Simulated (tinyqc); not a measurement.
# Changing the oxide thickness d

Model: X-ray photoelectron analysis of a thin oxide on a semiconductor: attenuation lengths, thickness, angle series and band offsets. Computed by tinyqc, a small Python program. Command: `OMP_NUM_THREADS=1 python tinyqc.py 3113316 3113317 out.jsonl xps sweep`. One thread of a shared host (Intel(R) Xeon(R) Processor @ 2.30GHz), about 0.01 s of CPU time with the checks.

The same element is seen in the oxide and in the substrate, at nearly the same kinetic energy; films are flat and uniform, and the work function is ignored.

Inputs (values chosen for the exercise, modelled on SiO2 on 4H-SiC):
```
quantity,value,unit
photon energy,650,eV
binding energy of the core level,100.5,eV
oxide density,2.24,g/cm^3
oxide formula mass,60.08,g/mol
valence electrons per oxide formula,16,-
oxide gap,8.93,eV
substrate density,3.21,g/cm^3
substrate formula mass,40.1,g/mol
valence electrons per substrate formula,8,-
substrate gap,3.26,eV
emission angle from the normal,0,degrees
attenuation length over inelastic mean free path,0.86,-
carbon overlayer,0.054,nm
counts in the two peaks together,200000,-
valence band offset used to make the data,2.9,eV
"core level less valence band top, substrate",98.93,eV
"core level less valence band top, thick oxide",98.73,eV
field in the oxide,0.94,MV/cm
```

Method:
- TPP-2M: lambda = E/(E_p^2 [b ln(c E) - C/E + D/E^2]) in angstrom, E_p = 28.8 sqrt(N_v rho/M), b = -0.10 + 0.944/sqrt(E_p^2 + E_g^2) + 0.069 rho^0.1, c = 0.191/sqrt(rho), U = N_v rho/M, C = 1.97 - 0.91 U, D = 53.4 - 20.8 U, with E = photon energy less binding energy in eV.
- Attenuation length L = factor x lambda.
- R_0 = (rho_o/M_o) L_o/((rho_s/M_s) L_s); peak ratio R = I_ox/I_sub = R_0 [exp(d/(L_o cos theta)) - 1]; hence d = L_o cos theta ln(1 + R/R_0). A carbon layer weakens both peaks alike, by exp(-d_C/(L_o cos theta)) if its L is taken equal to L_o. This R_0 leaves out intrinsic losses from the substrate peak, so calibrated values can be larger.
- With x = d/(L_o cos theta): d ln d/d ln R = (1 - exp(-x))/x = -d ln d/d ln R_0; counting error of R = 1/sqrt(N f (1 - f)), f the oxide share, which times the sensitivity gives that of d; an angle error adds tan(theta) d theta; d is proportional to L_o at fixed R_0. Assumed errors: 5 % in R_0, 1 degree, 5 % in L_o.
- Valence band offset = (E_core - E_v)(substrate) - (E_core - E_v)(oxide) + (core level separation at the interface, oxide less substrate). The separation is made here from the given offset; a uniform field F that raises the binding energy towards the surface shifts the oxide peak by e F <z>, <z> = d/(1 - exp(-x)) - d/x, x = d/(L_o cos theta), being the mean distance from the interface. Conduction band offset = oxide gap - substrate gap - valence band offset.

One run for each value:
```
oxide thickness d (nm),ratio R,counting error of d (%),sensitivity to R,apparent valence band offset (eV)
0.30,1.227e-01,0.655,0.9145,2.915
0.46,1.978e-01,0.526,0.8729,2.923
1.10,5.829e-01,0.339,0.7302,2.957
1.70,1.108e+00,0.280,0.6246,2.993
2.50,2.182e+00,0.248,0.5154,3.046
3.90,5.913e+00,0.244,0.3837,3.149
6.00,2.265e+01,0.298,0.2681,3.324
9.10,1.513e+02,0.501,0.1808,3.604
14.00,2.947e+03,1.433,0.1180,4.061
```

Give the missing row, oxide thickness d (nm) = 0.70.

Computed row:
```
oxide thickness d (nm)    ratio R  counting error of d (%)  sensitivity to R  apparent valence band offset (eV)
0.70                    3.251e-01                    0.424            0.8152                              2.935
```

Interpolating between the two neighbouring rows (the first column on a logarithmic scale, the others too where they are positive) misses most in ratio R, by 2.4 %. Over the rows, ratio R rises from 0.123 to 2950 (exponent d ln y / d ln x 1.1 between the first rows and 6.9 between the last); counting error of d (%) goes from 0.655 through a minimum among these rows, 0.244 at 3.90, to 1.43; sensitivity to R falls from 0.914 to 0.118 (exponent d ln y / d ln x -0.11 between the first rows and -0.99 between the last). The counting error is least at d = 3.9 nm among these rows: thin films give few oxide counts, thick ones few substrate counts.

Extremes, crossings and ranges named in words are read from the listed rows.
